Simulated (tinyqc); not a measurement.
## Partial widths from the peak

Problem. A Breit-Wigner resonance has total width G = GL + GR and peak transmission Tp = 4 GL GR/G^2. GL is known to be the larger. Find GL, GR and the lifetime hbar/G.

Constants: q = 1.602176634e-19 C, hbar = 1.054571817e-34 J s. Results are converted to the units shown.

G = 14.197710 meV
Tp = 0.77316846

Answer. GL and GR have the sum G and the product Tp G^2/4, so they are (G/2)(1 +/- sqrt(1 - Tp)).

GL = 10.5 meV
GR = 3.72 meV
lifetime = 46.4 fs

Computed by the program tinyqc: `OMP_NUM_THREADS=1 python tinyqc.py 2600023 2600024 out.jsonl`, one thread of a shared Intel Xeon 2.30GHz, about 0.08 s for the whole run.
